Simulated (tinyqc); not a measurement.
Graded (staircase) quantum well by finite differences, step by step. Values are carried at full precision from step to step, so a last printed digit may differ when a step is redone from the rounded ones.

Finite differences on points z_i at the centres of cells of width h: H_ii = (c/h^2)(1/m_(i-1/2) + 1/m_(i+1/2)) + V_i, H_(i,i+1) = -(c/h^2)/m_(i+1/2), where m_(i+1/2) is the mean of the masses at the two points (the end values are repeated outwards), psi = 0 on the points beyond both ends, c = hbar^2/2m0. The field adds e F (z - z0) with z0 the middle of the structure; 1 kV/cm = 1e-5 eV/angstrom.

Constants: hbar^2/2m0 = 3.80998211 eV angstrom^2.

Values chosen for the exercise (near those of an InGaAs well in InAlAs; shifted at random, so the results belong to these values and not to a real crystal): layers = ((72, 0.539, 0.0747), (18, 0.24, 0.0559), (18, 0.06, 0.0446), (18, 0, 0.0408), (18, 0.06, 0.0446), (18, 0.24, 0.0559), (72, 0.539, 0.0747)) (each layer: thickness in angstrom, band edge in eV, mass in m0); F = 110 kV/cm (field along z); h = 18 angstrom (cell width of the coarse grid); hf = 1.125 angstrom (cell width of the fine grid).

## The coarse grid

List the points, the potential with the field, and the masses.

Grid:

| i | z (angstrom) | V (eV) | m (m0) |
|---|---|---|---|
| 1 | 9.0 | 0.4202 | 0.0747 |
| 2 | 27.0 | 0.4400 | 0.0747 |
| 3 | 45.0 | 0.4598 | 0.0747 |
| 4 | 63.0 | 0.4796 | 0.0747 |
| 5 | 81.0 | 0.2004 | 0.0559 |
| 6 | 99.0 | 0.0402 | 0.0446 |
| 7 | 117.0 | 0.0000 | 0.0408 |
| 8 | 135.0 | 0.0798 | 0.0446 |
| 9 | 153.0 | 0.2796 | 0.0559 |
| 10 | 171.0 | 0.5984 | 0.0747 |
| 11 | 189.0 | 0.6182 | 0.0747 |
| 12 | 207.0 | 0.6380 | 0.0747 |
| 13 | 225.0 | 0.6578 | 0.0747 |

## The tridiagonal Hamiltonian

Form the diagonal and the neighbouring elements; V in the grid already includes the field.

diagonal H_ii (eV): 0.7350  0.7548  0.7746  0.8171  0.6145  0.5496  0.5508  0.5892  0.6937  0.9359  0.9330  0.9528  0.9726

H_(i,i+1) (eV): -0.1574  -0.1574  -0.1574  -0.1801  -0.2340  -0.2754  -0.2754  -0.2340  -0.1801  -0.1574  -0.1574  -0.1574

## Lowest levels on the coarse grid

Diagonalise the symmetric tridiagonal matrix; give the three lowest levels and the weights u_i^2 (sum 1) of the two lowest.

levels (eV): 0.1111  0.3411  0.4980

weights on the points:
```
             1      2      3      4      5      6      7      8      9     10     11     12
level 1  0.000  0.000  0.000  0.006  0.076  0.288  0.384  0.205  0.038  0.002  0.000  0.000
level 2  0.000  0.002  0.010  0.053  0.272  0.186  0.014  0.271  0.172  0.018  0.002  0.000

            13
level 1  0.000
level 2  0.000
```

## Halving the cell width

The same with h, h/2, ..., h/32. The end points move with h, since psi vanishes half a cell beyond the structure. Richardson value (4 E(h/32) - E(h/16))/3.

Convergence:

| cell (angstrom) | points | E1 (eV) | E2 (eV) | E1 - finest (meV) |
|---|---|---|---|---|
| 18.0000 | 13 | 0.11113 | 0.34114 | -8.751 |
| 9.0000 | 26 | 0.11749 | 0.35717 | -2.398 |
| 4.5000 | 52 | 0.11927 | 0.36136 | -0.609 |
| 2.2500 | 104 | 0.11974 | 0.36242 | -0.146 |
| 1.1250 | 208 | 0.11985 | 0.36269 | -0.029 |
| 0.5625 | 416 | 0.11988 | 0.36276 | 0.000 |

Richardson values of E1, E2 (eV): 0.11989  0.36278

The coarse grid is 8.8 meV too low in E1. The last differences between rows shrink by a factor 4.0 (4 for a pure h^2 error, 2 for one linear in h).

## Positions and dipoles on the fine grid

With h sum psi^2 = 1: <z - z0> of three levels, |z_12| and |z_13|, the mass m1 from 1/m1 = <1|1/m|1>, and f_1j = (m1/c)(E_j - E_1) z_1j^2.

levels (eV): 0.1199  0.3627  0.5200

<z - z0> (angstrom): -3.1  -5.8  -55.0

|z_12|, |z_13| (angstrom): 18.53  1.60

m1 = 0.0446 m0

f_12, f_13: 0.976  0.012

Parity is broken, so the 1-3 transition is allowed, with 0.012 times the strength of 1-2. E2 - E1 = 242.8 meV, a wavelength of 5.1 micrometre (hc = 1239.841984 eV nm). Level 3 lies above the lowest point of the outer barriers, so it is a resonance or a state of the finite grid, and values that rest on it depend on the ends of the grid.

## Checks

- E1 at zero field on the grid h/32 against transfer matrices between the same hard ends, eV: both 0.1216.

Computed by tinyqc, a small Python program: `OMP_NUM_THREADS=1 python tinyqc.py 1281123 1281124 out.jsonl` (the numbers bound the seed that draws the inputs); one thread of a shared host (Intel(R) Xeon(R) Processor @ 2.30GHz), about 0.02 s for the whole set of steps.
